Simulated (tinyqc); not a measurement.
# Worked calculation: depletion-mode phase shifter in a rib waveguide and its Mach-Zehnder modulator

Computed by the program tinyqc: `OMP_NUM_THREADS=1 python tinyqc.py 2650131 2650132 out.jsonl`, one thread of a shared Intel Xeon 2.30GHz, about 0.01 s for the whole run. Printed values are rounded.

A lateral p-n junction at x0 in a waveguide whose mode intensity is a Gaussian of rms width s about x = 0; p side at smaller x. Reverse bias removes carriers and raises the index. Abrupt junction, doping uniform over the whole mode, lumped electrode (no travelling-wave effects).

Parameters, values chosen for the exercise; values close to those of silicon near 1550 nm:
```
symbol   value    unit                                     meaning
lam       1550      nm                                  wavelength
eps_r     11.7          relative permittivity of the semiconductor
Na      7.4e17   cm^-3                            acceptor density
Nd      1.6e18   cm^-3                               donor density
Vb        0.86       V                            built-in voltage
s          110      nm     rms width of the lateral mode intensity
x0          60      nm          junction offset towards the n side
G         0.91                     vertical confinement times ng/n
hr         150      nm                                  rib height
Cf          28    pF/m                          fringe capacitance
Rs        15.7  ohm mm                           series resistance
L            2      mm                 length of the phase shifter
V            4       V                                reverse bias
a0         1.7   dB/cm                                passive loss
```

Constants: q = 1.602176634e-19 C, eps0 = 8.8541878128e-14 F/cm where lengths are in cm. Results are converted to the units shown.

## Index and absorption of the doped regions

Free-carrier changes (empirical, N and P in cm^-3): |dn| = 8.5e-18 P^0.8 for holes, 8.8e-22 N for electrons; absorption 6e-18 P and 8.5e-18 N in 1/cm.

dn_h = 0.00167805
dn_e = 0.001408
a_h = 4.44 1/cm
a_e = 13.6 1/cm

Index change per unit absorption: holes 3.78 um, electrons 1.04 um, a ratio of 3.65.

## Depletion edges and mode overlap

W = sqrt(2 eps0 eps_r (Vb + V)(1/Na + 1/Nd)/q); edges xp = x0 - W Nd/(Na + Nd), xn = x0 + W Na/(Na + Nd); F(x) = [1 + erf(x/(sqrt(2) s))]/2.

W at 0 and at V (nm): [46.8822, 111.449]

```
edge   edge (nm)         F
xp(0)    27.9438  0.600265
xn(0)    74.8260  0.751823
xp(V)   -16.2046  0.441442
xn(V)    95.2446  0.806717
```

## Index shift, efficiency, loss and bandwidth

dneff = G {dn_h [F(xp(0)) - F(xp(V))] + dn_e [F(xn(V)) - F(xn(0))]}; VpiL = lam V/(2 dneff); loss = a0 + 4.343 G {a_h F(xp) + a_e [1 - F(xn)]} dB/cm at V; C = eps0 eps_r hr/W + Cf; fRC = 1/(2 pi Rs C).

dneff = 3.12862e-4
VpiL = 0.990852 V cm
loss = 19.8350 dB/cm
C = 167.428 pF/m
fRC = 60.5471 GHz

The product VpiL x loss is 19.7 V dB.

## Mach-Zehnder modulator

One arm driven from 0 to V: phase 2 pi dneff L/lam; biased at quadrature the output swings between [1 -+ sin(phase/2)]/2; extinction ratio in dB; insertion loss = loss x L.

phase = 0.807386 pi
extinction ratio = 16.3378 dB
insertion loss = 3.96699 dB
